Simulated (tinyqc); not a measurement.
# One level coupled to a phonon between two leads, self-consistent Born approximation: current against bias

Wide-band leads with mu_L = +V/2 and mu_R = -V/2; phonons in equilibrium, Nq = 1/(exp(w0/kB T) - 1). Scattering links only energies that differ by w0, so a ladder E_k = E1 + k w0 closes on itself; terms that reach past its ends are dropped. Gn and Gp are the electron and hole parts of the spectral function A = Gn + Gp.

|G|^2 = 1/[(E - ed)^2 + (GL + GR + Sin + Sout)^2/4], Gn = |G|^2 (GL fL + GR fR + Sin), Gp = |G|^2 (GL (1 - fL) + GR (1 - fR) + Sout), f = 1/(1 + exp((E - mu)/kB T)). Sin(E) = M^2 [(Nq + 1) Gn(E + w0) + Nq Gn(E - w0)], Sout(E) = M^2 [(Nq + 1) Gp(E - w0) + Nq Gp(E + w0)]. Spectral currents into the level: iL = GL [fL Gp - (1 - fL) Gn], iR = GR [fR Gp - (1 - fR) Gn]. Here E - ed is replaced by E - ed - R(E), with the real part R(E) = (1/2 pi) P int [Sin + Sout](y) dy/(E - y). The total for one spin is I = (q/h) times the integral of iL over all E (all ladders, each long enough that its ends do not matter); the power given to phonons is (1/h) times the integral of E (iL + iR).

Inputs (values chosen for the exercise):
```
symbol  value  unit                           meaning
T         150     K  temperature of leads and phonons
w0        120   meV                     phonon energy
ed        -14   meV                             level
GL         65   meV         coupling to the left lead
GR         65   meV        coupling to the right lead
M          32   meV    electron-phonon matrix element
```

Constants: q = 1.602176634e-19 C, kB = 1.380649e-23 J/K, h = 6.62607015e-34 J s, Vt = kB T/q. Results are converted to the units shown.

Results:
```
V (mV)  I (uA)  I without phonons (uA)  ratio of the two  power to phonons (nW)  share of I V (%)
48       1.584                   1.593            0.9943                0.07069           0.09296
132      3.693                   3.784            0.9760                  5.318             1.091
216      4.937                   5.071            0.9735                  24.79             2.325
384      6.181                   6.238            0.9910                  51.00             2.149
468      6.498                   6.529            0.9952                  55.07             1.811
552      6.717                   6.735            0.9972                  56.83             1.533
636      6.877                   6.888            0.9983                  57.61             1.317
720      6.999                   7.006            0.9989                  57.98             1.151
```

Estimate the missing row, V = 300 mV.

Computed row:
```
V (mV)  I (uA)  I without phonons (uA)  ratio of the two  power to phonons (nW)  share of I V (%)
300      5.699                   5.797            0.9831                  41.73             2.441
```

With this row back in the table: I rises from 1.58 to 7.00 uA; its ratio to the current without phonons goes from 0.994 through a minimum of 0.974 (at V = 216 mV among the rows listed) to 0.999, and the share of I V given to phonons goes from 0.0930 through a maximum of 2.44 (at V = 300 mV among the rows listed) to 1.15 %. Emission at zero temperature needs V above w0 = 120 mV; the rest of I V is released in the leads.

Range of the model: The self-consistent Born approximation keeps only non-crossing phonon lines and no Hartree shift; it is rough once the coupling nears the phonon energy.

Program tinyqc, `OMP_NUM_THREADS=1 python tinyqc.py 2720123 2720124 out.jsonl`; Intel Xeon 2.30GHz, shared host, one thread, about 0.08 s.
